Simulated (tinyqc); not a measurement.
Rapid thermal processing of a wafer: radiative balance, ramp and cooling, pattern effects, pyrometer error and spike budget: one step, computed by the program tinyqc. Command: `OMP_NUM_THREADS=1 python tinyqc.py 3110818 3110819 out.jsonl rtp walk`. One thread of a shared host (Intel(R) Xeon(R) Processor @ 2.30GHz), about 0.05 s of CPU time with the checks.

The wafer is opaque and uniform through its thickness unless said otherwise; temperatures in formulas are in kelvin (C + 273.15). sigma = 5.670374419e-12 W/(cm^2 K^4).

Task: Pattern effect. At steady state a sinusoidal change of absorbed power of relative amplitude a and period p gives the temperature amplitude a q/(dq/dT + k d (2 pi/p)^2); healing length l = sqrt(k d/(dq/dT)); process change = E_a dT/(k_B T^2). Emissivity is taken as unchanged.

Inputs (values chosen for the exercise, modelled on a hot silicon wafer):

| quantity | value | unit |
|---|---|---|
| wafer thickness d | 525 | micrometre |
| thermal conductivity k | 0.29 | W/(cm K) |
| wall temperature T_w | 700 | K |
| process temperature | 615 | C |
| relative change of absorptivity over a pattern | 5.8 | % |
| period of the pattern | 34 | mm |
| activation energy of the process E_a | 4 | eV |

dq/dT = 8.569767 mW/(cm^2 K)

holding power q = 1.198084 W/cm^2

Constants: k_B = 8.617333262e-05 eV/K.

Give: healing length l; amplitude without lateral conduction; amplitude; change of the process rate.

Result:

healing length l = 13.33 mm

amplitude without lateral conduction = 8.109 K

amplitude = 1.147 K

change of the process rate = 6.752 %

Lateral conduction cuts the amplitude to 14 %, since p/(2 pi l) = 0.41.
